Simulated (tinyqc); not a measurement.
Comparisons within one model: interface roughness in a thin film (subband fluctuation and scattering). A value that a table varies takes the place of the one given here.

Square well of width t, barriers V0, c = hbar^2/2m0: E1 solves k t + 2 atan[(k/mz)/(kappa/mb)] = pi, k = sqrt(mz E/c), kappa = sqrt(mb (V0 - E)/c). One interface is rough, so the subband edge fluctuates by G dt with G = |dE1/dt| (central difference of 0.01 angstrom; 2 E1/t for hard walls).

Gaussian roughness spectrum S(q) = pi D^2 Lc^2 exp(-q^2 Lc^2/4). Degenerate gas, taken to fill one subband (the second starts to fill once c kF^2/md exceeds E2 - E1, which is not tested here): kF = sqrt(2 pi Ns/gv), q = 2 kF sin(theta/2), 1/tau = (md/(2 pi c hbar)) G^2 times the integral from 0 to pi of S(q)(1 - cos theta)/eps(q)^2 dtheta, eps(q) = 1 + qs/q with screening (qs = gv md q0/(c eps), q0 = e^2/(4 pi eps0), form factors left out, which overstates the screening; other scattering is left out too, so these values lie far above measured mobilities in all but the thinnest films) or 1 without; mobility = tau c2/md with c2 = e/m0 = 1.75882e15 cm^2/(V s^2); 1e12/cm^2 = 1e-4/angstrom^2.

Constants: hbar^2/2m0 = 3.80998211 eV angstrom^2; hbar = 6.58211957e-16 eV s; e^2/(4 pi eps0) = 14.39964547 eV angstrom.

Parameters, chosen for this exercise (near those of a thin Si channel on (100), two-fold valleys; the results hold for these values, not for the real material): mz = 0.94 m0 (confinement mass); V0 = 3.27 eV (barrier); mb = 0.53 m0 (barrier mass); md = 0.193 m0 (mass in the plane); gv = 2 (valleys); D = 2.1 angstrom (rms height of the roughness); Lc = 48 angstrom (correlation length); Ns = 1 x 1e12/cm^2 (sheet density); eps = 8 (mean dielectric constant at the channel); ts = (13, 17, 20, 24, 30, 38, 50) angstrom (thicknesses); t = 24 angstrom (film thickness); Ll = (5, 10, 16, 25, 40, 65, 100) angstrom (correlation lengths).

## The sixth-power law

Screened mobility against thickness for the finite barrier and for hard walls.

Results:
```
t (angstrom),E1 (meV),G (meV/angstrom),mobility (cm^2/(V s)),"the same, hard walls"
13,185.1,25.068,1.04e+03,491
17,114.5,12.229,4.35e+03,2.45e+03
20,85.1,7.835,1.06e+04,6.51e+03
24,60.7,4.720,2.92e+04,1.94e+04
30,39.9,2.516,1.03e+05,7.41e+04
38,25.4,1.281,3.97e+05,3.06e+05
50,15.0,0.580,1.94e+06,1.59e+06
```

How do the results move?

With hard walls G goes as 1/t^3 and the mobility as t^6. With the finite barrier the local exponent is 5.35 at the thin end and 5.78 at the thick end, since the envelope leaks out and softens the dependence. The least value is 1.04e+03 cm^2/(V s). The gate field, which also presses carriers to the interface, is left out. Below about 20 angstrom the effective-mass picture is itself doubtful. Up to t = 30 angstrom G D exceeds half of EF - E1, where the Born rate fails.

## Correlation length

Fixed D; bare and screened mobility.

Results:
```
Lc (angstrom),kF Lc,bare mobility (cm^2/(V s)),screened mobility (cm^2/(V s))
5,0.09,3.09e+04,1.51e+06
10,0.18,7.86e+03,3.84e+05
16,0.28,3.18e+03,1.56e+05
25,0.44,1.42e+03,7.03e+04
40,0.71,693,3.52e+04
65,1.15,462,2.55e+04
100,1.77,555,3.95e+04
```

How do the results move?

The bare mobility is lowest at Lc = 65 angstrom of those listed (kF Lc = 1.15). The screened mobility is lowest at Lc = 65 angstrom of those listed (kF Lc = 1.15). Short roughness averages out (mobility as 1/Lc^2; the first two rows give exponent -1.97), and long roughness deflects only by small angles (bare mobility rising as Lc; the last two rows give 0.42).

## What each parameter does

G, G D, and the screened mobility. Each row changes one parameter from the base and keeps the others.

Results:
```
case,G (meV/angstrom),G D (meV),mobility (cm^2/(V s))
base,4.720,9.91,2.921e+04
t = 30 angstrom,2.516,5.28,1.028e+05
D = 2.73 angstrom,4.720,12.88,1.728e+04
Lc = 56 angstrom,4.720,9.91,2.639e+04
Ns = 1.6 x 1e12/cm^2,4.720,9.91,2.768e+04
mz = 1.081 m0,4.212,8.84,3.668e+04
md = 0.222 m0,4.720,9.91,2.811e+04
V0 = 2.29 eV,4.539,9.53,3.159e+04
eps = 9.6,4.720,9.91,2.149e+04
```

How do the results move?

The largest shifts from the base row, up to three for each result and ties (the steps differ in size, so this ranks the rows, not the parameters). G (meV/angstrom): t -2.204, mz -0.508, V0 -0.181; unchanged at the printed digits by D, Lc, Ns, md and eps. G D (meV): t -4.63, D +2.97, mz -1.07; unchanged at the printed digits by Lc, Ns, md and eps. mobility (cm^2/(V s)): t +7.36e+04, D -1.19e+04, eps -7.72e+03. In the base case G D is 1.6 times EF - E1 = 6.2 meV: the fluctuation exceeds the Fermi energy, so the Born rate for a uniform gas is not to be trusted.

Program tinyqc; command `OMP_NUM_THREADS=1 python tinyqc.py 1280478 1280479 out.jsonl`; about 0.02 s on one thread of a shared Intel(R) Xeon(R) Processor @ 2.30GHz.
